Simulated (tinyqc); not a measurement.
# Undoped symmetric double-gate MOSFET, analytic potential model: two studies

An undoped body of thickness ts between two equal insulators and tied gates; long channel, electrons only, n = ni exp((psi - V)/Vt) with V the quasi-Fermi potential (0 at the source, Vd at the drain), constant mobility, no quantisation. Across the body psi(x) = V - 2 Vt ln[(ts/(2 beta)) sqrt(q ni/(2 eps0 eps_r Vt)) cos(2 beta x/ts)], x from the centre. Q is the electron charge per area of the whole body.

Inputs (values chosen for the exercise); material values close to those of gallium arsenide: temperature T = 293 K; band gap Eg = 1.43 eV; relative permittivity of the semiconductor eps_r = 12.7; conduction-band density of states at T Nc = 4.3e17 cm^-3; valence-band density of states at T Nv = 8.85e18 cm^-3; relative permittivity of the gate insulator eox = 7.67; insulator thickness tox = 1.7 nm; body thickness ts = 20 nm; gate work function less that of the intrinsic body dphi = 0.09 V; channel mobility mu = 410 cm^2/(V s); gate length L = 0.5 um; drain voltage Vd = 0.5 V.

Constants: q = 1.602176634e-19 C, kB = 1.380649e-23 J/K, Vt = kB T/q, eps0 = 8.8541878128e-14 F/cm where lengths are in cm. Results are converted to the units shown.

Each table varies one quantity; the others keep the values above.

## Output curve

ni = sqrt(Nc Nv) exp(-Eg/(2 Vt)), Eg in volts; r = eps_r tox/(eox ts); V0 = dphi + 2 Vt ln[(2/ts) sqrt(2 eps0 eps_r Vt/(q ni))]. beta (between 0 and pi/2) solves (Vg - V0 - V)/(2 Vt) = ln(beta) - ln(cos beta) + 2 r beta tan(beta). Q = 8 eps0 eps_r Vt beta tan(beta)/ts; I = mu (1/L)(4 eps0 eps_r/ts)(2 Vt)^2 [g(beta_s) - g(beta_d)] per width, g = beta tan(beta) - beta^2/2 + r beta^2 tan^2(beta), with beta_s at V = 0 and beta_d at V = Vd.

In this table Vg = 1.22 V.

Results:

| Vd (V) | Qd (nC/cm^2) | Qd/Qs | I (uA/um) |
|---|---|---|---|
| 0.09 | 1819.7 | 0.75076 | 156.42 |
| 0.17 | 1311.3 | 0.54101 | 258.94 |
| 0.25 | 845.50 | 0.34882 | 329.39 |
| 0.33 | 449.00 | 0.18524 | 371.37 |
| 0.41 | 162.57 | 0.067072 | 390.71 |
| 0.49 | 24.686 | 0.010185 | 395.99 |
| 0.57 | 1.3293 | 5.4840e-4 | 396.54 |
| 0.73 | 0.0023864 | 9.8454e-7 | 396.57 |

Estimate the missing row, Vd = 0.65 V.

Computed row:

| Vd (V) | Qd (nC/cm^2) | Qd/Qs | I (uA/um) |
|---|---|---|---|
| 0.65 | 0.056694 | 2.3390e-5 | 396.57 |

With this row back in the table: The current rises from 156 to 397 uA/um, while the charge at the drain end falls from 0.75 to 9.8e-7 of that at the source. The current first comes within 1 % of its last value at Vd = 0.49 V among the rows. Over the last rows Qd falls by a factor of e for each Vt of drain voltage: the drain end is in weak inversion. In every row the surface density at the source passes 0.3 Nc, where Boltzmann statistics fail. For Vd = 0.41 to 0.73 V mu V/L, with V the smaller of Vd and Vg - V0, passes 3e6 cm/s, so velocity saturation would lower the current.

## Effect of the gate work function less that of the intrinsic body

Q = 8 eps0 eps_r Vt beta tan(beta)/ts; I = mu (1/L)(4 eps0 eps_r/ts)(2 Vt)^2 [g(beta_s) - g(beta_d)] per width, g = beta tan(beta) - beta^2/2 + r beta^2 tan^2(beta), with beta_s at V = 0 and beta_d at V = Vd.  I(low) is taken at Vg = 0.51 V, Qs and I(high) at Vg = 1.26 V.

Effect of the gate work function less that of the intrinsic body:

| dphi (V) | V0 (V) | I(low) (nA/um) | Qs(high) (nC/cm^2) | I(high) (uA/um) |
|---|---|---|---|---|
| -0.06 | 0.6119 | 41.05 | 3765 | 844.5 |
| -0.01 | 0.6619 | 5.718 | 3406 | 715.1 |
| 0.04 | 0.7119 | 0.7902 | 3051 | 592.6 |
| 0.09 | 0.7619 | 0.1091 | 2700 | 479.0 |
| 0.14 | 0.8119 | 0.01506 | 2355 | 376.7 |
| 0.19 | 0.8619 | 0.002079 | 2018 | 287.3 |
| 0.24 | 0.9119 | 2.869e-4 | 1690 | 211.4 |

Read the table: what changes, and by how much?

As dphi goes from -0.06 to 0.24 V, I(low) falls from 41.0 to 2.87e-4 nA/um and I(high) falls from 844 to 211 uA/um. V0 rises from 0.612 to 0.912 V. In every row the surface density at the source at the higher gate voltage passes 0.3 Nc, where Boltzmann statistics fail. For dphi = -0.06 to 0.19 V mu V/L at the higher gate voltage, with V the smaller of Vd and Vg - V0, passes 3e6 cm/s, so velocity saturation would lower the current.

Numbers from tinyqc (`OMP_NUM_THREADS=1 python tinyqc.py 2440011 2440012 out.jsonl`; about 0.01 s on one thread of a shared Intel Xeon 2.30GHz).
